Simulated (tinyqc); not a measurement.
# Input admittance of a MOSFET at zero drain bias: distributed channel and distributed gate: two studies

Source and drain grounded, strong inversion, w = 2 pi f, Cox = eps0 eox/tox. The channel is an RC line of resistance 1/(mu Cox Vo) per square fed from both ends, so one finger has the intrinsic admittance y = i w Cox L tanh(g)/g per width, g = (1/2) sqrt(i w tau), tau = L^2/(mu Vo). The vertical resistance rv/L is in series with y, the overlaps 2 i w Cov in parallel: y_t = 1/(1/y + rv/L) + 2 i w Cov. The gate strip is a line of Rsh/L per length loaded by y_t, so a finger has Y = y_t Wf tanh(k)/k, k = (Wf/sd) sqrt(y_t Rsh/L); the device has Nf Y.

Parameters, values chosen for the exercise; values of the order met in silicon radio-frequency transistors:
```
symbol  value        unit                                                                 meaning
eox      9.16              relative permittivity of the gate insulator (close to aluminium oxide)
tox        15          nm                                                     insulator thickness
L         0.8          um                                                          channel length
Wf         14          um                                                            finger width
Nf          8                                                                   number of fingers
mu        420  cm^2/(V s)                                                        channel mobility
Vo       0.49           V                                                          gate overdrive
Rsh        33  ohm/square                                            sheet resistance of the gate
rv        4.3    ohm um^2                                  vertical resistivity of the gate stack
sd          2                                       number of ends at which a finger is contacted
Cov      0.23       fF/um                             overlap and fringe capacitance on each side
f         4.6         GHz                                                               frequency
```

Constants: eps0 = 8.8541878128e-14 F/cm where lengths are in cm. Results are converted to the units shown.

Each table varies one quantity; the others keep the values above.

## Input impedance against frequency

Low-frequency limits, with c = Cox L and ct = c + 2 Cov: R_strip = Rsh Wf/(3 sd^2 L Nf), R_ch = (c/ct)^2 L/(12 mu Cox Vo Wf Nf), R_vert = (c/ct)^2 rv/(L Wf Nf), C = ct Wf Nf. Z = 1/(Nf Y) = R + 1/(i w C), Q = |Im Z|/R, far-point signal |1/cosh k|.

The same in every row: low-frequency R (ohm) = 10.43.

Input impedance against frequency:

| f (GHz) | w tau | \|k\| | R (ohm) | C (fF) | Q | signal at the far point |
|---|---|---|---|---|---|---|
| 0.05 | 0.009770 | 0.05513 | 10.43 | 536.0 | 569.7 | 1.000 |
| 0.1 | 0.01954 | 0.07796 | 10.43 | 536.0 | 284.8 | 1.000 |
| 0.3 | 0.05862 | 0.1350 | 10.43 | 536.0 | 94.95 | 0.9999 |
| 0.9 | 0.1759 | 0.2339 | 10.42 | 535.9 | 31.65 | 0.9994 |
| 3 | 0.5862 | 0.4267 | 10.42 | 535.2 | 9.513 | 0.9933 |
| 7 | 1.368 | 0.6494 | 10.40 | 532.0 | 4.111 | 0.9651 |
| 20 | 3.908 | 1.066 | 10.21 | 507.7 | 1.535 | 0.8010 |
| 50 | 9.770 | 1.497 | 9.630 | 423.0 | 0.7815 | 0.5389 |
| 100 | 19.54 | 1.772 | 8.740 | 303.6 | 0.5998 | 0.4074 |

R falls from 10.4 to 8.74 ohm and C falls from 536 to 304 fF. Q goes as f^(-1.00) between the first two rows and f^(-0.38) between the last two, where w tau = 19.5 and |k| = 1.77. The low-frequency limits hold both R and C within 5 % up to f = 7 GHz among the rows.

## Effect of the gate overdrive

Same model as above.

Effect of the gate overdrive:

| Vo (V) | w tau | \|k\| | R (ohm) | low-frequency R (ohm) | C (fF) | Q | signal at the far point |
|---|---|---|---|---|---|---|---|
| 0.2 | 2.202 | 0.5229 | 16.70 | 16.76 | 530.3 | 3.906 | 0.9725 |
| 0.35 | 1.258 | 0.5268 | 12.15 | 12.17 | 533.5 | 5.336 | 0.9809 |
| 0.5 | 0.8808 | 0.5278 | 10.32 | 10.34 | 534.3 | 6.272 | 0.9846 |
| 0.65 | 0.6776 | 0.5282 | 9.340 | 9.349 | 534.6 | 6.930 | 0.9866 |
| 0.8 | 0.5505 | 0.5284 | 8.723 | 8.732 | 534.8 | 7.417 | 0.9878 |
| 0.95 | 0.4636 | 0.5285 | 8.302 | 8.309 | 534.8 | 7.792 | 0.9887 |
| 1.1 | 0.4004 | 0.5285 | 7.995 | 8.002 | 534.9 | 8.091 | 0.9894 |
| 1.25 | 0.3523 | 0.5286 | 7.762 | 7.768 | 534.9 | 8.333 | 0.9898 |

What does the comparison show?

As Vo goes from 0.2 to 1.25, R falls from 16.7 to 7.76 ohm, C rises from 530 to 535 fF and Q rises from 3.91 to 8.33. Only the channel term depends on Vo.

Computed by the program tinyqc: `OMP_NUM_THREADS=1 python tinyqc.py 2262012 2262013 out.jsonl`, one thread of a shared Intel Xeon 2.30GHz, about 0.01 s for the whole run.
